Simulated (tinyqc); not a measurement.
Read current of a NAND string, cells in series solved by shooting: one step of the calculation.

Cells in series, numbered from 0 at the source line (0 V) to the bit line, each followed by a gap resistance Rg. A cell with gate Vg, threshold VT, source Vs and drain Vd passes I = 2 nf K Vt^2 [F(Vs) - F(Vd)]/(1 + th max(Vg - VT, 0)), F(V) = ln^2(1 + exp((Vg - VT - nf V)/(2 nf Vt))). The selected cell has Vg = Vr, the others Vg = Vp.

Problem. Node voltages for a trial current. For a trial current I start at 0 V and, cell by cell (the selected one is cell 2), solve for the drain: sqrt(F(Vd)) = sqrt(F(Vs) - I/k), k = 2 nf K Vt^2/(1 + th max(Vg - VT, 0)), Vd = [Vg - VT - 2 nf Vt ln(exp(sqrt F) - 1)]/nf, then add I Rg.

Parameters, values chosen for the exercise; values of the order met in vertical NAND strings:
- T = 358 K (temperature)
- K = 26 uA/V^2 (gain factor of a cell)
- nf = 1.3 (slope factor)
- th = 0.15 1/V (mobility reduction factor)
- Rg = 1.9 kohm (resistance of the gap between cells)
- Vbl = 0.5 V (bit-line voltage)
- Vp = 5.8 V (pass voltage)
- Vr = 1.12 V (read voltage on the selected word line)

Constants: q = 1.602176634e-19 C, kB = 1.380649e-23 J/K, Vt = kB T/q. Results are converted to the units shown.

first trial current = 1.4 uA
thresholds from the source end, cell 0 to 3 (V): [4.3, 4.3, 0.3, 4.3]

Wanted: node voltage after each cell and gap, trial 1.

Solution.

node voltage after each cell and gap, trial 1, cell 0 to 3 (V): [0.04751, 0.09702, 0.1955, 0.2526]

Program tinyqc, `OMP_NUM_THREADS=1 python tinyqc.py 2142044 2142045 out.jsonl`; Intel Xeon 2.30GHz, shared host, one thread, about 0.4 s.
